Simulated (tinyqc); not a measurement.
Rigid-ion and shell models of the dielectric response of an ionic crystal: one step, computed by the program tinyqc.

Charges +Z and -Z; 8 nearest neighbours, Madelung constant M = 1.762675, volume per ion pair Omega = 1.539601 d^3. Energy per pair U = -M Z^2 e2/d + 8 A exp(-d/rho), e2 = e^2/(4 pi eps_0). In the shell model the anion is a core of charge Y - Z and a massless shell of charge -Y, joined by the spring k; the repulsion acts on the shell. Each ion feels the Lorentz field E + (4 pi/3) P (Gaussian units).

Question. Equilibrium, bulk modulus and repulsive spring. Zero pressure fixes 8 A exp(-d/rho) = M Z^2 e2 rho/d^2. Then U = -(M Z^2 e2/d)(1 - rho/d), B = M Z^2 e2 (d/rho - 2)/(9 Omega d), and the spring of one sublattice against the other is R = (1/3) x (Laplacian of the repulsion summed over neighbours) = M Z^2 e2 (d/rho - 2)/(3 d^3), so R = 3 B Omega/d^2.

Inputs (values chosen for the exercise, for a model crystal): nearest-neighbour distance d = 2.71 angstrom; ionic charge Z = 1.41 e; hardness d/rho = 9.36.

Structure: caesium chloride.

Constants: e^2/(4 pi eps_0) = 14.39964548 eV angstrom; 1 eV/angstrom^3 = 160.2176634 GPa.

Give: volume Omega; lattice energy U; bulk modulus B; repulsive spring R.

Answer.

volume Omega = 30.642 angstrom^3

lattice energy U = -16.631 eV/pair

bulk modulus B = 79.620 GPa

repulsive spring R = 6.2203 eV/angstrom^2
